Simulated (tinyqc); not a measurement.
Two electrons on one impurity (helium-like model): sweeps and comparisons. A value that a table varies takes the place of the one given here.

Units Ha* = 2 Ry m/eps^2 and a* = a0 eps/m. One electron is bound by Z^2/2. Two electrons in the singlet built from exp(-a r) and exp(-b r): S = 8 (ab)^(3/2)/(a + b)^3, h_aa = a^2/2 - Z a, h_bb alike, h_ab = S (ab/2 - Z (a + b)/2), J = ab (a^2 + 3ab + b^2)/(a + b)^3, K = 20 (ab)^3/(a + b)^5, E = (h_aa + h_bb + 2 S h_ab + J + K)/(1 + S^2). For a = b this is a^2 - 2 Z a + 5a/8. Real double donors are deeper, since the central cell is left out.

Constants: e^2/(4 pi eps0) = 14.39964547 eV angstrom.

Values chosen for the exercise (near those of impurities in 3C SiC; shifted at random, so the results belong to these values and not to a real crystal):
- m = 0.343 m0 (one mean mass)
- eps = 9.9 (dielectric constant)
- Zs = (0.98, 1.06, 1.13, 1.41, 2.09, 2.52, 3.94) (charges)
- a_lat = 4.36 angstrom (lattice constant)
- Eg = 2.399 eV (gap)
- ED = 50.7 meV (donor binding)
- EA = 233.9 meV (acceptor binding)
- W0 = 0.11 x 1e7/s (rate at zero distance)
- kind = same (sublattices of donor and acceptor)
- shells = (99, 109, 163, 187, 300, 517, 560) (shell numbers)

## Effective charge

Ha* = 95.2301 meV

Binding of the first electron, of the second (-E - Z^2/2) with equal and with unequal orbitals, and U, the first less the second (unequal).

Results (meV):
```
Z,first,"second, equal","second, unequal",a/b,U,U/(Z Ha*)
0.98,45.7,-3.30,0.68,3.92,45.0,0.483
1.06,53.5,-0.29,3.33,3.19,50.2,0.497
1.13,60.8,2.84,6.26,2.86,54.5,0.507
1.41,94.7,20.04,23.03,2.26,71.6,0.533
2.09,208.0,92.89,95.53,1.80,112.5,0.565
2.52,302.4,161.69,164.24,1.68,138.1,0.576
3.94,739.2,513.95,516.37,1.48,222.8,0.594
```

Equal orbitals bind a second electron only above Z = (5/16)/(1 - 1/sqrt2) = 1.067; unequal ones do so in 7 of the 7 rows. Their gain is 3.98 meV in the first row and 2.41 in the last, while the second binding grows to 516 meV, so the gain decides the matter only near Z = 1. U grows almost linearly with Z: U/(Z Ha*) goes from 0.483 to 0.594, towards 5/8, while the first binding grows as Z^2. Angular correlation is left out: at Z = 1 this function binds the second electron by 0.0133 Ha*, half the exact 0.0278.

## Pair lines (donor-acceptor pair recombination)

h nu = Eg - ED - EA + q/(eps R), q = e^2/(4 pi eps0); shell j lies at R = a_lat sqrt(j/2) for the same sublattice and a_lat sqrt(j/2 - 5/16) for opposite ones (on the same sublattice shells 14, 30, 46, 56, 62, ... are empty, where 2j has the form 4^a (8b + 7)); rate W = W0 exp(-2R/aD) with the donor radius aD = q/(2 eps ED). Polarisation and overlap terms, which matter for close pairs, are left out.

Energy, rate and lifetime for each shell.

Lines:
```
shell,R (angstrom),Coulomb (meV),h nu (eV),step to the next shell (meV),1/W (microsecond)
99,30.68,47.4,2.1618,0.24,65.5
109,32.19,45.2,2.1596,0.41,80.8
163,39.36,37.0,2.1514,0.11,220
187,42.16,34.5,2.1489,0.092,325
300,53.40,27.2,2.1416,0.045,1.56e+03
517,70.10,20.7,2.1351,0.020,1.60e+04
560,72.96,19.9,2.1343,0.018,2.38e+04
```

limit for distant pairs = 2.1144 eV
aD = 14.3 angstrom

The lines crowd together, on average as R^-3: the step falls from 0.24 to 0.018 meV, so distant pairs merge into a band. Close pairs emit higher and 363 times faster over this table, so the band shifts to lower energy with delay and to higher energy with stronger pumping. All these lines lie below Eg, and R/aD runs from 2.1 up.

Computed by tinyqc, a small Python program: `OMP_NUM_THREADS=1 python tinyqc.py 1281910 1281911 out.jsonl` (the numbers bound the seed that draws the inputs); one thread of a shared host (Intel(R) Xeon(R) Processor @ 2.30GHz), about 0.07 s for the whole set of steps.
